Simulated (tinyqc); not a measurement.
# p-n diode, drift-diffusion by the Gummel loop with Scharfetter-Gummel fluxes: what changes with what

Abrupt junction at x = 0, p side from -Lp, n side to Ln, ohmic contacts. psi is counted from the intrinsic level; n = ni exp((psi - phin)/Vt), p = ni exp((phip - psi)/Vt). Contacts: p side psi = V - Vt ln(Na/ni), p = Na, n = ni^2/Na; n side psi = Vt ln(Nd/ni), n = Nd, p = ni^2/Nd. Constant mobilities, D = mu Vt, Boltzmann statistics, SRH recombination through a mid-gap level, U = (n p - ni^2)/(tp (n + ni) + tn (p + ni)). Current is positive from the p contact to the n contact.

Parameters, values chosen for the exercise; band and dielectric values close to those of indium phosphide:
- T = 300 K (temperature)
- Eg = 1.33 eV (band gap)
- eps_r = 12.4 (relative permittivity)
- Nc = 5.6e17 cm^-3 (conduction-band density of states at T)
- Nv = 1.09e19 cm^-3 (valence-band density of states at T)
- Na = 7.3e17 cm^-3 (acceptor density of the p side)
- Nd = 4.1e16 cm^-3 (donor density of the n side)
- mun = 2100 cm^2/(V s) (electron mobility)
- mup = 110 cm^2/(V s) (hole mobility)
- tn = 3e-10 s (SRH lifetime of electrons)
- tp = 3e-10 s (SRH lifetime of holes)
- Lp = 1.3 um (length of the p side)
- Ln = 4.9 um (length of the n side)
- G = 0 cm^-3 s^-1 (uniform generation rate)

Constants: q = 1.602176634e-19 C, kB = 1.380649e-23 J/K, Vt = kB T/q, eps0 = 8.8541878128e-14 F/cm where lengths are in cm. Results are converted to the units shown.

Each table varies one quantity; the others keep the values above.

## Current against voltage in the dark

ni = sqrt(Nc Nv) exp(-Eg/(2 Vt)), Eg in volts. Poisson and both continuity equations are solved self-consistently with Scharfetter-Gummel fluxes on a graded mesh of 500 nodes. J_scr is q times the integral of U between -xp and xn. Ideal diffusion current J_id = q ni^2 [Dn coth(wp/Le)/(Le Na) + Dp coth(wn/Lh)/(Lh Nd)] (exp(V/Vt) - 1), Le = sqrt(Dn tn), Lh = sqrt(Dp tp), wp = Lp - xp, wn = Ln - xn, with xp and xn from the depletion approximation (W = sqrt(2 eps0 eps_r (Vbi - V)(1/Na + 1/Nd)/q), xp = W Nd/(Na + Nd), xn = W Na/(Na + Nd), Vbi = Vt ln(Na Nd/ni^2)). Ideality factor = 0.004 V/(Vt ln[J(V + 0.004 V)/J(V)]). Here G = 0.

In this table G = 0 cm^-3 s^-1.

Results:
```
V (V)	J (A/cm^2)	ideality factor	J_scr/J (%)	J_id (A/cm^2)	share recombining at the contacts (%)	larger minority/doping at -xp and xn
0.24	5.31e-7	1.93	100	1.50e-12	4.39e-5	2.70e-15
0.34	3.94e-6	1.93	100	7.17e-11	2.83e-4	1.29e-13
0.45	3.60e-5	1.92	100	5.05e-9	0.00218	8.97e-12
0.55	2.74e-4	1.90	99.9	2.42e-7	0.0137	4.25e-10
0.76	0.0219	1.77	96.3	8.14e-4	0.579	1.38e-6
0.87	0.284	1.51	80.1	0.0574	3.13	9.40e-5
0.97	4.86	1.23	45.4	2.75	8.70	0.00417
1.07	114	1.35	15.7	131	15.0	0.129
```

Estimate the missing row, V = 0.66 V.

Computed row:
```
V (V)	J (A/cm^2)	ideality factor	J_scr/J (%)	J_id (A/cm^2)	share recombining at the contacts (%)	larger minority/doping at -xp and xn
0.66	0.00262	1.86	99.4	1.70e-5	0.101	2.95e-8
```

With this row back in the table: J rises from 5.31e-7 to 114 A/cm^2; the ideality factor moves up and down between 1.23 and 1.93. Recombination in the depleted layer carries over half of the current up to V = 0.87 V, where the factor is 1.51; it grows roughly as exp(V/2 Vt), so diffusion overtakes it. Where the factor is lowest (V = 0.97 V), J is 77 % above the ideal diffusion current. From V = 1.07 V on the minority density at an edge of the layer exceeds a tenth of the doping, and in the last row J is 13 % below the ideal value.

## Effect of the length of the p side at fixed bias

Same model as above.

In this table V = 0.73 V.

Result of one run:
```
Lp (um)	J (A/cm^2)	ideality factor	J_scr/J (%)	J_id (A/cm^2)	share recombining at the contacts (%)	larger minority/doping at -xp and xn
5.8	0.0114	1.81	97.9	2.41e-4	0.00887	4.36e-7
```

What becomes of these results when the length of the p side Lp is changed from 5.8 to 9.6 um, all else the same?

Result of the changed run:
```
Lp (um)	J (A/cm^2)	ideality factor	J_scr/J (%)	J_id (A/cm^2)	share recombining at the contacts (%)	larger minority/doping at -xp and xn
9.6	0.0114	1.81	97.9	2.41e-4	4.54e-4	4.36e-7
```

The whole series:
```
Lp (um)	J (A/cm^2)	ideality factor	J_scr/J (%)	J_id (A/cm^2)	share recombining at the contacts (%)	larger minority/doping at -xp and xn
1.3	0.0114	1.81	97.8	2.55e-4	0.347	4.36e-7
2.1	0.0114	1.81	97.9	2.45e-4	0.167	4.36e-7
3.5	0.0114	1.81	97.9	2.41e-4	0.0540	4.36e-7
5.8	0.0114	1.81	97.9	2.41e-4	0.00887	4.36e-7
9.6	0.0114	1.81	97.9	2.41e-4	4.54e-4	4.36e-7
16	0.0114	1.81	97.9	2.41e-4	3.33e-6	4.36e-7
26	0.0114	1.81	97.9	2.41e-4	2.65e-7	4.36e-7
```

As Lp rises from 1.3 to 26, J stays near 0.0114 A/cm^2, the share of the depleted layer stays near 97.9 % and the share lost at the contacts falls from 0.347 to 2.65e-7 %. The exponent d ln J/d ln Lp is 0.00 between the first two rows and 0.00 between the last two. J less J_scr is 0.75 % below J_id in the last row.

Program tinyqc, `OMP_NUM_THREADS=1 python tinyqc.py 2240070 2240071 out.jsonl`; Intel Xeon 2.30GHz, shared host, one thread, about 0.2 s.
